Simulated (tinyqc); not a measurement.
# Worked calculation: a stack of flat layers between unequal leads with mass mismatch, transfer matrices

Program tinyqc, `OMP_NUM_THREADS=1 python tinyqc.py 2560132 2560133 out.jsonl`; Intel Xeon 2.30GHz, shared host, one thread, about 0.01 s. Printed values are rounded.

One electron of energy E comes from the left lead (band edge 0); no transverse momentum. Parabolic bands, masses in units of m0, C = hbar^2/(2 m0); psi and psi'/m are continuous at every interface. The layers follow each other from left to right, then the right lead.

Parameters, values chosen for the exercise; masses and band edges of a made-up stack:
- mL = 0.27 m0 (mass in the left lead)
- U = [0.24, 0.25, 0.31, 0.11] eV (band edges of the layers, left to right)
- m = [0.24, 0.27, 0.24, 0.26] m0 (masses of the layers)
- d = [0.4, 1.8, 0.4, 1.5] nm (widths of the layers)
- UR = -0.04 eV (band edge of the right lead)
- mR = 0.26 m0 (mass in the right lead)
- E = 0.221 eV (electron energy)

Constants: q = 1.602176634e-19 C, hbar = 1.054571817e-34 J s, m0 = 9.1093837015e-31 kg, hbar^2/(2 m0) = 0.0380998212 eV nm^2. Results are converted to the units shown.

Range of the model: Layers thinner than about 0.8 nm hold only a few atomic planes, where an effective mass is a rough description.

## Wave numbers

k = sqrt(m (E - U)/C) where E > U, K = sqrt(m (U - E)/C) where E < U; v = k/m in the leads.

Layers:
```
   U (eV)  m (m0)  d (nm)  k or K (1/nm)  which
1    0.24    0.24     0.4       0.345956      K
2    0.25    0.27     1.8       0.453335      K
3    0.31    0.24     0.4       0.748754      K
4    0.11    0.26     1.5       0.870335      k
```

vL = 4.63503 1/nm
vR = 5.13301 1/nm

## Matrices of the layers

For the pair (psi, psi'/m) a flat layer has M = [[cos kd, (m/k) sin kd], [-(k/m) sin kd, cos kd]] with k = sqrt(m (E - U)/C) above its edge U, and M = [[cosh Kd, (m/K) sinh Kd], [(K/m) sinh Kd, cosh Kd]] with K = sqrt(m (U - E)/C) below it. M12 is in nm, M21 in 1/nm.

M of layer 1:
```
          1          2
1   1.00959  0.0963067
2  0.200113    1.00959
```

M of layer 2:
```
         1         2
1  1.35182  0.541759
2  1.52728   1.35182
```

M of layer 3:
```
          1          2
1   1.04519  0.0974417
2  0.948420    1.04519
```

M of layer 4:
```
          1         2
1  0.262192  0.288284
2  -3.23034  0.262192
```

## Product of the matrices

The matrix of the later layer stands to the left: M = M_n ... M_2 M_1; det M = 1.

M:
```
          1         2
1   1.39892  0.864874
2  -4.68144  -2.17944
```

## Transmission and reflection

The matrix M carries (psi, psi'/m) across the stack, and v = k/m in each lead. psi = 1 + r at the left edge (incident amplitude 1) and t at the right edge. With det M = 1, a = i vR M11 - M21 and b = -vL vR M12 - i vL M22: t = 2 i vL/(a - b), r = -(a + b)/(a - b), T(E) = (vR/vL) |t|^2, R(E) = |r|^2.

t = -0.041884+0.362167i
r = 0.699094-0.603380i
T(E) = 0.147200
R(E) = 0.852800

T(E) + R(E) = 1: the current is conserved.
